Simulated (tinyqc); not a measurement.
Shape against the ratio gamma(100)/gamma(111): equilibrium crystal shape, supported particles, Gibbs-Thomson effect and coarsening. Computed by tinyqc, a small Python program. Command: `OMP_NUM_THREADS=1 python tinyqc.py 3027968 3027969 out.jsonl wulff walk`. One thread of a shared host (Intel(R) Xeon(R) Processor @ 2.30GHz), about 0.03 s of CPU time with the checks.

A cubic crystal bounded by {100}, {110} and {111} facets only.

Inputs (values chosen for the exercise, modelled on aluminium): atomic volume Omega = 16.61 angstrom^3.

Surface energies: given.

surface energies gamma(100), gamma(110), gamma(111) (J/m^2): [1.09, 1.18, 0.962]

Method:
- The energies and Omega are given.
- Wulff construction: the facet planes lie at distances lambda gamma from the centre, and the shape is the region inside all of them; V = (1/3) sum of area x distance. gamma_mean = sum A gamma / sum A; shape factor eta = A/V^(2/3) (4.836 for a sphere).
- gamma(110)/gamma(111) is held at the value of this crystal.

gamma (J/m^2): (100) 1.090, (110) 1.180, (111) 0.962

Area fractions:
```
gamma(100)/gamma(111),{100},{110},{111},eta
0.550,1.0000,0,0.0000,6.0000
0.680,0.9381,0,0.0619,5.8000
0.816,0.7346,0,0.2654,5.4403
0.963,0.4553,0,0.5447,5.2554
1.130,0.2471,0,0.7529,5.2979
1.270,0.1355,0,0.8645,5.4105
1.470,0.0408,0,0.9592,5.5919
1.750,0.0000,0,1.0000,5.7191
```

{100} holds 100 % of the area in the first row and 0 % in the last; without {110} the limits are a cube below 1/sqrt(3) = 0.577 and an octahedron above sqrt(3) = 1.732. The roundest shape among these rows (eta = 5.255) is at the ratio 0.963; {110} never shows.
